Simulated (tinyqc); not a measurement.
Coherent transport through a tight-binding region between two chains, step by step. Computed by tinyqc, a small Python program that keeps every step. Settings: temperature = 4, mu = -0.18. Command: `OMP_NUM_THREADS=1 python tinyqc.py 21784 21785 out.jsonl` (the two numbers bound the seeds that draw the settings). One thread of a shared host (Intel(R) Xeon(R) Processor @ 2.60GHz), about 0.09 s of CPU time with the checks.

## Transmission at E = -0.35 eV

H of the central region (eV):
```
[[0.000000, -1.450000, 0.000000, 0.000000, 0.000000, -1.450000],
 [-1.450000, 0.960000, -1.450000, 0.000000, 0.000000, 0.000000],
 [0.000000, -1.450000, 0.960000, -1.450000, 0.000000, 0.000000],
 [0.000000, 0.000000, -1.450000, 0.960000, -1.450000, 0.000000],
 [0.000000, 0.000000, 0.000000, -1.450000, 0.960000, -1.450000],
 [-1.450000, 0.000000, 0.000000, 0.000000, -1.450000, 0.000000]]
```

Leads: semi-infinite chains with site energy 0:
```
parameter                           value
lead hopping t (eV)              2.010000
coupling to the left lead (eV)   1.020000
coupling to the right lead (eV)  0.710000
left contact site                       1
right contact site                      6
```

E = -0.350000 eV

Surface Green function g = (E - i sqrt(4 t^2 - E^2)) / (2 t^2); self-energy tc^2 g on each contact site; G = (E - H - Sigma)^(-1); Gamma = -2 Im Sigma; T = Gamma_L Gamma_R |G_LR|^2; local density of states -Im G_ii / pi.

g = -0.043316-0.495623i 1/eV

G (1/eV):
```
[[0.568602-0.190683i, 0.612763-0.176382i, -0.015002+0.031330i, -0.626316+0.204688i, -0.550842+0.153594i, 0.128659-0.065923i],
 [0.612763-0.176382i, 0.682002-0.305044i, 0.693046-0.099210i, -0.055871+0.215414i, -0.743523+0.293825i, -0.615863+0.050042i],
 [-0.015002+0.031330i, 0.693046-0.099210i, 0.641133-0.120961i, 0.575840-0.010073i, -0.120892+0.111861i, -0.685059+0.111133i],
 [-0.626316+0.204688i, -0.055871+0.215414i, 0.575840-0.010073i, 0.576112-0.224514i, 0.634303-0.192764i, -0.003052+0.050362i],
 [-0.550842+0.153594i, -0.743523+0.293825i, -0.120892+0.111861i, 0.634303-0.192764i, 0.693952-0.286013i, 0.682302-0.065634i],
 [0.128659-0.065923i, -0.615863+0.050042i, -0.685059+0.111133i, -0.003052+0.050362i, 0.682302-0.065634i, 0.619477-0.109659i]]
```

local density of states (1/eV): [0.060696, 0.097099, 0.038503, 0.071465, 0.091041, 0.034905]

transmission = 0.010770

## Transmission across the band

The same steps on a grid of energies.

T(E):
```
E (eV)              T
-3.81900000  0.002468
-3.43710000  0.015230
-3.05520000  0.074286
-2.67330000  0.540394
-2.29140000  0.448670
-1.90950000  0.142425
-1.52760000  0.065723
-1.14570000  0.005827
-0.76380000  0.915033
-0.38190000  0.007816
0.00000000   0.030593
0.38190000   0.041615
0.76380000   0.055591
1.14570000   0.085592
1.52760000   0.185014
1.90950000   0.758039
2.29140000   0.814083
2.67330000   0.003564
3.05520000   0.000066
3.43710000   0.012351
3.81900000   0.043208
```

levels of the isolated region (eV): [-2.388306, -0.873587, -0.696385, 1.880129, 2.281894, 3.636257]

## Current

I = (2e/h) int T(E) [f(E - mu - V/2) - f(E - mu + V/2)] dE at 4 K with mu = -0.18 eV, the bias not changing H; 2e^2/h = 77.48092 microsiemens; the integral runs over the band on 4001 points.

Current:
```
V (volt)  I (microampere)
0.010000         0.017712
0.050000         0.088500
0.100000         0.177229
0.200000         0.351062
0.400000         0.675577
0.800000         1.289189
```
